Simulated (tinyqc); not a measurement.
From results back to parameters: band gaps under pressure and temperature from deformation potentials. Three cases, with inputs chosen for the exercise.

Problem. A gap falls from its value at 0 K by aV T^2/(T + bV). The falls at two temperatures are given.

Find: T^2/fall; aV; bV.

Method. T^2/fall = (T + bV)/aV is a straight line in T with slope 1/aV and intercept bV/aV.

Case 1.

Values chosen (out of a larger set: near those of Ge, the X and L potentials typical of such crystals; not measured data): T12 = (100, 300) K (two temperatures).

falls at the two temperatures (meV): 14.973684  88.293103

Solution.

T^2/fall (K^2/meV): 667.8  1019.3

aV = 0.569 meV/K
bV = 280 K

Case 2.

Values chosen (out of a larger set: near those of GaP, the X and L potentials typical of such crystals; not measured data): T12 = (77, 300) K (two temperatures).

falls at the two temperatures (meV): 7.477422  75.782414

Solution.

T^2/fall (K^2/meV): 792.9  1187.6

aV = 0.565 meV/K
bV = 371 K

Case 3.

Values chosen (out of a larger set: near those of AlAs, the X and L potentials typical of such crystals; not measured data): T12 = (150, 200) K (two temperatures).

falls at the two temperatures (meV): 29.279476  48.521031

Solution.

T^2/fall (K^2/meV): 768.5  824.4

aV = 0.894 meV/K
bV = 537 K

Computed by tinyqc, one run a case: `OMP_NUM_THREADS=1 python tinyqc.py N N+1 out.jsonl` with N = 1050989, 1051022, 1051047; one thread of a shared Intel(R) Xeon(R) Processor @ 2.30GHz, about 0.01 s a run at most.
